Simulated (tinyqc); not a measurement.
Joule-heated wire on a substrate, fin equation: two steps of the calculation.

A wire of length L loses heat along itself to two contacts and sideways to the substrate: kap A theta'' - g theta + p = 0 with theta = T - T0 and p = p0. The ends are held at T0. Constant conductivity, diffusive heat flow.

Inputs (values chosen for the exercise):
- T0 = 300 K (temperature of substrate and contacts)
- kap = 20 W/(m K) (conductivity along the wire)
- A = 110 nm^2 (cross-section)
- g = 0.33 W/(m K) (conductance per length to the substrate)
- L = 260 nm (length between the contacts)
- p0 = 0.02 uW/nm (heating per length)

Task 1. Healing length. LH = sqrt(kap A/g); far from the contacts uniform heating p0 would give theta = p0/g.

Wanted: LH; L/LH; p0/g.

Result 1.

LH = 81.65 nm
L/LH = 3.184
p0/g = 60.61 K

Task 2. Temperature rise. Solve -c theta_(i-1) + d_i theta_i - c theta_(i+1) = b_i for nodes 1 to 11, with theta = 0 at nodes 0 and 12.

c = 0.10153846 uW/K

```
node    d (uW/K)      b (uW)
1     0.21022692  0.43333333
2     0.21022692  0.43333333
3     0.21022692  0.43333333
4     0.21022692  0.43333333
5     0.21022692  0.43333333
6     0.21022692  0.43333333
7     0.21022692  0.43333333
8     0.21022692  0.43333333
9     0.21022692  0.43333333
10    0.21022692  0.43333333
11    0.21022692  0.43333333
```

Wanted: theta.

Result 2.

theta, node 0 to 12 (K): 0.00  12.79  22.21  28.93  33.41  35.98  36.82  35.98  33.41  28.93  22.21  12.79  0.00

Numbers from tinyqc (`OMP_NUM_THREADS=1 python tinyqc.py 2520014 2520015 out.jsonl`; about 0.01 s on one thread of a shared Intel Xeon 2.30GHz).
